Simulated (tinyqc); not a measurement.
Free and trapped electrons in a MOS channel with a dense trap tail: two steps of the calculation.

p-type body, charge-sheet picture, full ionisation (an idealisation for deep acceptors), Boltzmann statistics for free electrons. e = Ec - EF at the surface. Acceptor-like traps of density D(E) = D0 + De exp(-E/Ew) at depth E below Ec, from 0 to Eu, hold n_t = integral of D(E)/(1 + exp((e - E)/Vt)). psi = Eg - Vt ln(Nv/Na) - e; N_dep = sqrt(2 eps0 eps_r Na (psi - Vt)/q); n_f = sqrt(N_dep^2 + 2 eps0 eps_r Vt Nc exp(-e/Vt)/q) - N_dep; Vg = Vfb + psi + q (N_dep + n_t + n_f)/Cox, Cox = eps0 eox/tox.

Inputs (values chosen for the exercise); band and dielectric values close to those of gallium nitride: temperature T = 400 K; band gap Eg = 3.41 eV; relative permittivity eps_r = 9.37; conduction-band density of states at T Nc = 3.56e18 cm^-3; valence-band density of states at T Nv = 7.14e19 cm^-3; relative permittivity of the insulator eox = 3.9; insulator thickness tox = 69 nm; acceptor density Na = 4.5e15 cm^-3; flat-band voltage without trapped charge Vfb = -2.76 V; constant background density of acceptor-like traps D0 = 1.8e11 cm^-2 eV^-1; density of the tail at the conduction edge De = 8.6e12 cm^-2 eV^-1; decay energy of the tail Ew = 0.1 eV; depth below Ec down to which the traps reach Eu = 0.89 eV; mobility of free electrons mf = 60 cm^2/(V s); Ec - EF at the surface e = 0.163 eV.

Constants: q = 1.602176634e-19 C, kB = 1.380649e-23 J/K, Vt = kB T/q, eps0 = 8.8541878128e-14 F/cm where lengths are in cm. Results are converted to the units shown.

Task 1. Trapped charge. Trapezoid rule on 16 equal steps from 0 to Eu, f = 1/(1 + exp((e - E)/Vt)).

Find: E; D(E) f; n_t.

Result 1.

```
point    E (eV)  D(E) f (cm^-2 eV^-1)
0             0             7.6907e10
1      0.055625             2.1716e11
2       0.11125             5.4798e11
3       0.16687             9.5104e11
4       0.22250             9.4178e11
5       0.27813             6.8847e11
6       0.33375             4.8212e11
7       0.38938             3.5467e11
8       0.44500             2.8036e11
9       0.50062             2.3757e11
10      0.55625             2.1301e11
11      0.61187             1.9893e11
12      0.66750             1.9085e11
13      0.72313             1.8622e11
14      0.77875             1.8357e11
15      0.83437             1.8205e11
16      0.89000             1.8117e11
```

n_t = 3.3291e11 cm^-2

Task 2. Charges and gate voltage. psi, N_dep, n_f and Vg as defined, with the n_t given; free share n_f/(n_f + n_t); apparent mobility mf n_f/(n_f + n_t); gate voltage spent on traps q n_t/Cox.

n_t = 3.3290507e11 cm^-2

Give: psi; N_dep; n_f; Vg; free share; apparent mobility; gate voltage spent on traps.

Result 2.

psi = 2.914 V
N_dep = 3.663e11 cm^-2
n_f = 1.502e10 cm^-2
Vg = 2.440 V
free share = 4.317 %
apparent mobility = 2.590 cm^2/(V s)
gate voltage spent on traps = 1.066 V

Computed by the program tinyqc: `OMP_NUM_THREADS=1 python tinyqc.py 2222186 2222187 out.jsonl`, one thread of a shared Intel Xeon 2.30GHz, about 0.02 s for the whole run.
